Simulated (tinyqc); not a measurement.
Inside a calculation. Method: G0W0 on RHF in the 6-31g basis, for H3+, spin multiplicity 1. One step of it, computed by the program tinyqc.

Problem. G0W0 on Hartree-Fock: LUMO. W(p,q,m) = sqrt2 sum_ia (pq|ia) (X+Y)_ia,m; Sigma_c(x) = sum_(i,m) W^2/(x - e_i + w_m) + sum_(a,m) W^2/(x - e_a - w_m); solve x = e_p + Sigma_c(x) by Newton steps; Z = 1/(1 - dSigma/dx); 1 hartree = 27.211386 eV.

orbital energies (hartree): MO1 -0.979724, MO2 -0.374874, MO3 -0.032410, MO4 0.553705, MO5 0.645491, MO6 0.867209

Two-electron integrals over orbitals (pq|rs), unique and non-zero (hartree):
```
p,q,r,s,(pq|rs)
1,1,1,1,0.567767
2,1,1,1,-0.000133
2,1,2,1,0.120558
2,2,1,1,0.442059
2,2,2,1,0.000135
2,2,2,2,0.442972
3,1,1,1,0.083737
3,1,2,1,0.000026
3,1,2,2,-0.006137
3,1,3,1,0.065674
3,2,1,1,0.000056
3,2,2,1,-0.084628
3,2,2,2,-0.000118
3,2,3,1,-0.000048
3,2,3,2,0.089230
3,3,1,1,0.394726
3,3,2,1,-0.000103
3,3,2,2,0.364044
3,3,3,1,0.020870
3,3,3,2,0.000094
3,3,3,3,0.346624
4,1,1,1,-0.083359
4,1,2,1,0.000078
4,1,2,2,-0.075302
4,1,3,1,-0.003103
4,1,3,2,-0.000027
4,1,3,3,-0.043165
4,1,4,1,0.055932
4,2,1,1,0.000103
4,2,2,1,-0.063891
4,2,2,2,-0.000059
4,2,3,1,1.76e-06
4,2,3,2,0.038490
4,2,3,3,0.000044
4,2,4,1,-0.000065
4,2,4,2,0.060335
4,3,1,1,0.024277
4,3,2,1,0.000016
4,3,2,2,0.034647
4,3,3,1,-0.006344
4,3,3,2,-0.000018
4,3,3,3,0.012360
4,3,4,1,-0.008058
4,3,4,2,0.000015
4,3,4,3,0.020277
4,4,1,1,0.449964
4,4,2,1,-0.000144
4,4,2,2,0.407809
4,4,3,1,0.026108
4,4,3,2,0.000093
4,4,3,3,0.343988
4,4,4,1,-0.063862
4,4,4,2,0.000099
4,4,4,3,0.036005
4,4,4,4,0.415124
5,1,1,1,0.000112
5,1,2,1,-0.061433
5,1,2,2,-0.000103
5,1,3,1,0.000049
5,1,3,2,0.032868
5,1,3,3,0.000050
5,1,4,1,-0.000052
5,1,4,2,0.054089
5,1,4,3,-0.000019
5,1,4,4,0.000058
5,1,5,1,0.050261
5,2,1,1,-0.106369
5,2,2,1,-0.000127
5,2,2,2,-0.104169
5,2,3,1,0.001764
5,2,3,2,0.000067
5,2,3,3,-0.046655
5,2,4,1,0.058284
5,2,4,2,0.000108
5,2,4,3,-0.027409
5,2,4,4,-0.099865
5,2,5,1,0.000144
5,2,5,2,0.084237
5,3,1,1,0.000140
5,3,2,1,0.000991
5,3,2,2,0.000067
5,3,3,1,0.000043
5,3,3,2,0.016626
5,3,3,3,0.000087
5,3,4,1,-0.000029
5,3,4,2,-0.022100
5,3,4,3,-0.000020
5,3,4,4,0.000089
5,3,5,1,-0.018968
5,3,5,2,-0.000106
5,3,5,3,0.029493
5,4,1,1,-0.000108
5,4,2,1,0.124508
5,4,2,2,0.000216
5,4,3,1,-0.000007
5,4,3,2,-0.092010
5,4,3,3,-0.000087
5,4,4,1,0.000043
5,4,4,2,-0.076768
5,4,4,3,0.000032
5,4,4,4,-0.000110
5,4,5,1,-0.071863
5,4,5,2,-0.000213
5,4,5,3,0.005546
5,4,5,4,0.146989
5,5,1,1,0.413580
5,5,2,1,0.000363
5,5,2,2,0.421566
5,5,3,1,-0.010337
5,5,3,2,-0.000295
5,5,3,3,0.341328
5,5,4,1,-0.080352
5,5,4,2,-0.000225
5,5,4,3,0.035824
5,5,4,4,0.401691
5,5,5,1,-0.000266
5,5,5,2,-0.111943
5,5,5,3,0.000072
5,5,5,4,0.000522
5,5,5,5,0.425037
6,1,1,1,-0.076088
6,1,2,1,-0.000073
6,1,2,2,0.016858
6,1,3,1,-0.066334
6,1,3,2,0.000081
6,1,3,3,-0.030585
6,1,4,1,0.011324
6,1,4,2,0.000065
6,1,4,3,0.026371
6,1,4,4,-0.002870
6,1,5,1,-0.000030
6,1,5,2,-0.018467
6,1,5,3,-0.000083
6,1,5,4,-0.000049
6,1,5,5,0.026530
6,1,6,1,0.102370
6,2,1,1,-0.000111
6,2,2,1,0.059977
6,2,2,2,-0.000043
6,2,3,1,0.000061
6,2,3,2,-0.035585
6,2,3,3,-0.000069
6,2,4,1,0.000098
6,2,4,2,-0.046538
6,2,4,3,-0.000048
6,2,4,4,-0.000157
6,2,5,1,-0.042712
6,2,5,2,-0.000015
6,2,5,3,0.018919
6,2,5,4,0.069824
6,2,5,5,0.000080
6,2,6,1,-0.000134
6,2,6,2,0.044667
6,3,1,1,-0.139862
6,3,2,1,0.000078
6,3,2,2,-0.070345
6,3,3,1,-0.047029
6,3,3,2,-0.000008
6,3,3,3,-0.057468
6,3,4,1,0.045285
6,3,4,2,-0.000089
6,3,4,3,-0.003086
6,3,4,4,-0.082325
6,3,5,1,-0.000107
6,3,5,2,0.046872
6,3,5,3,-0.000033
6,3,5,4,0.000079
6,3,5,5,-0.063270
6,3,6,1,0.057273
6,3,6,2,0.000076
6,3,6,3,0.078794
6,4,1,1,0.024699
6,4,2,1,0.000189
6,4,2,2,-0.045906
6,4,3,1,0.052749
6,4,3,2,-0.000168
6,4,3,3,-0.001203
6,4,4,1,0.023259
6,4,4,2,-0.000120
6,4,4,3,-0.016772
6,4,4,4,-0.017335
6,4,5,1,-0.000049
6,4,5,2,0.039202
6,4,5,3,0.000033
6,4,5,4,0.000171
6,4,5,5,-0.059201
6,4,6,1,-0.064019
6,4,6,2,0.000195
6,4,6,3,-0.021660
6,4,6,4,0.068451
6,5,1,1,-0.000066
6,5,2,1,-0.086021
6,5,2,2,-0.000097
6,5,3,1,-0.000143
6,5,3,2,0.071616
6,5,3,3,0.000024
6,5,4,1,-0.000037
6,5,4,2,0.057945
6,5,4,3,0.000025
6,5,4,4,0.000081
6,5,5,1,0.052483
6,5,5,2,0.000090
6,5,5,3,-0.001328
6,5,5,4,-0.104076
6,5,5,5,-0.000296
6,5,6,1,0.000240
6,5,6,2,-0.048129
6,5,6,3,0.000050
6,5,6,4,-0.000290
6,5,6,5,0.080332
6,6,1,1,0.557819
6,6,2,1,-0.000347
6,6,2,2,0.415489
6,6,3,1,0.098720
6,6,3,2,0.000218
6,6,3,3,0.395513
6,6,4,1,-0.096186
6,6,4,2,0.000250
6,6,4,3,0.009900
6,6,4,4,0.435017
6,6,5,1,0.000288
6,6,5,2,-0.096946
6,6,5,3,0.000151
6,6,5,4,-0.000388
6,6,5,5,0.396722
6,6,6,1,-0.120219
6,6,6,2,-0.000206
6,6,6,3,-0.159665
6,6,6,4,0.048120
6,6,6,5,0.000066
6,6,6,6,0.605910
```

excitation energies w (hartree): 0.795054  1.051665  1.640290  1.730166  2.052227

X + Y:
```
,1,2,3,4,5
1>2,0.867513,0.000113,0.000010,-0.061335,-0.000039
1>3,-0.000162,0.942919,0.001471,0.000065,-0.077351
1>4,-0.000184,0.004704,0.965613,-0.001073,0.044061
1>5,0.148314,-0.000120,0.001154,0.963966,-0.000169
1>6,0.000123,0.150809,-0.054207,0.000260,0.941256
```

Give: The 12 largest terms at x = e_p; Newton steps; quasiparticle energy of the LUMO; Hartree-Fock value.

Solution.

The 12 largest terms at x = e_p (hartree; W for the signs of X + Y given):
```
q,m,W,term
1,1,0.135,0.013
3,1,-0.097,-0.008
2,3,-0.104,-0.007
1,4,-0.094,3.80e-03
4,1,-0.067,-2.61e-03
5,3,0.081,-2.47e-03
4,4,0.079,-2.36e-03
6,1,0.065,-2.05e-03
6,4,-0.063,-1.35e-03
3,4,0.052,-1.31e-03
2,5,0.018,-1.65e-04
5,5,-0.021,-1.45e-04
```

Newton steps (hartree):
```
step,x,Sigma_c(x),Z
0,-0.375,-0.011,0.973
1,-0.385,-0.010,0.973
2,-0.385,-0.010,0.973
```

quasiparticle energy of the LUMO = -10.480 eV

Hartree-Fock value = -10.201 eV
